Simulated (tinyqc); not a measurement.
Full result against the linear law: strain, valley repopulation and piezoresistance in a many-valley conduction band. Computed by tinyqc, a small Python program. Command: `OMP_NUM_THREADS=1 python tinyqc.py 3009096 3009097 out.jsonl valleys walk`. One thread of a shared host (Intel(R) Xeon(R) Processor @ 2.30GHz), about 0.02 s of CPU time with the checks.

Valleys are ellipsoids with mass m_l along the axis a and m_t across it, parabolic, with one constant relaxation time; strain shifts the valleys and leaves the masses alone. Currents are taken along [100], along the load, and along [010], across the load.

Inputs (values chosen for the exercise, modelled on silicon):
```
quantity                               value    unit
longitudinal mass m_l                  0.895     m_0
transverse mass m_t                    0.194     m_0
shear deformation potential Xi_u         9.4      eV
dilation deformation potential Xi_d      1.1      eV
C11                                      165     GPa
C12                                       64     GPa
C44                                     79.2     GPa
electron density n                   4.3e+16  1/cm^3
relaxation time tau                      180      fs
temperature T                            350       K
```

Valley axes: <100> (6 valleys in 3 pairs). Load: uniaxial [100].

Constants: k_B = 8.617333262e-05 eV/K; m_0 = 9.1093837015e-31 kg; k_B = 1.380649e-23 J/K; hbar = 1.054571817e-34 J s; e = 1.602176634e-19 C.

Method:
- Each of the 6 valleys holds n_v = N_v (2/sqrt(pi)) F_1/2((E_F - dE_v)/(k_B T)), N_v = 2 (m_d k_B T/(2 pi hbar^2))^(3/2), m_d = (m_l m_t^2)^(1/3); E_F solves sum n_v = n and is counted from the unstrained edge.
- F_j(eta) = int_0^infinity x^j/(1 + exp(x - eta)) dx, without a gamma-function factor. It is evaluated after integrating by parts.
- Integrals over x = E/(k_B T) use 160 Gauss-Legendre points in u = sqrt(x) from 0 to sqrt(max(eta, 0) + 32).
- With eta_0 the reduced Fermi level without strain, r = F_-1/2(eta_0)/(2 F_1/2(eta_0)) (1 for a classical gas) and c = r (Xi_u/k_B T) (m_l - m_t)/(2 m_l + m_t): pi11 = -(2/3) c (S11 - S12), pi12 = -pi11/2, pi44 = 0, with S11 - S12 = 1/(C11 - C12).
- Compliances S11 = (C11 + C12)/((C11 - C12)(C11 + 2 C12)), S12 = -C12/((C11 - C12)(C11 + 2 C12)), S44 = 1/C44; stress sigma_ij = X n_i n_j for the unit vector n of the load; e_xx = S11 sigma_xx + S12 (sigma_yy + sigma_zz), e_xy = S44 sigma_xy/2 (tensor strain).
- Herring-Vogt shift of a valley with unit axis a: dE = Xi_d tr(e) + Xi_u a.e.a.
- Mobility tensor mu = e tau sum_v (n_v/n) [1/m_t + (1/m_l - 1/m_t) a a^T]; unstrained mu_0 = e tau (1/m_l + 2/m_t)/3; resistivity along d from the inverse tensor, rho_d = d.mu^-1.d/(n e), mobility along d = 1/(d.mu^-1.d); gauge pi_d = (rho_d/rho_0 - 1)/X.
- Linear theory: pi_l = pi11, pi_t = pi12.

pi11 = -72.6543 1e-11/Pa

pi12 = 36.3271 1e-11/Pa

pi44 = 0 1e-11/Pa

Resistance changes (%); at 2000 MPa the strain is near or above 1 %, where band warping, left out here, matters:
```
X (MPa)  splitting (meV)  largest share  first direction   linear  second direction   linear
-2000             186.14        0.99584           235.84   145.31           -25.987  -72.654
-1000              93.07        0.91618           161.64    72.65           -23.600  -36.327
-400               37.23        0.63195            46.31    29.06           -13.664  -14.531
-150               13.96        0.44263            13.10    10.90            -5.475   -5.449
-50                 4.65        0.36844             3.86     3.63            -1.826   -1.816
50                  4.65        0.35001            -3.41    -3.63             1.799    1.816
150                13.96        0.38029            -9.05   -10.90             5.238    5.449
400                37.23        0.43646           -17.94   -29.06            12.273   14.531
1000               93.07        0.48882           -24.79   -72.65            19.734   36.327
2000              186.14        0.49948           -26.05  -145.31            21.375   72.654
```

What does the comparison show, and why?

Along the first direction the linear law holds within 10 % for 2 of the 10 stresses, at -50.0, 50.0 MPa. At the largest compression the full change is +235.8 % against the linear +145.3 %, at the largest tension -26.0 % against -145.3 %: once the splitting is comparable with k_B T (or E_F) the populations no longer follow it linearly, and the change must saturate when the upper valleys are empty.

Extremes, crossings and ranges named in words are read from the listed rows.
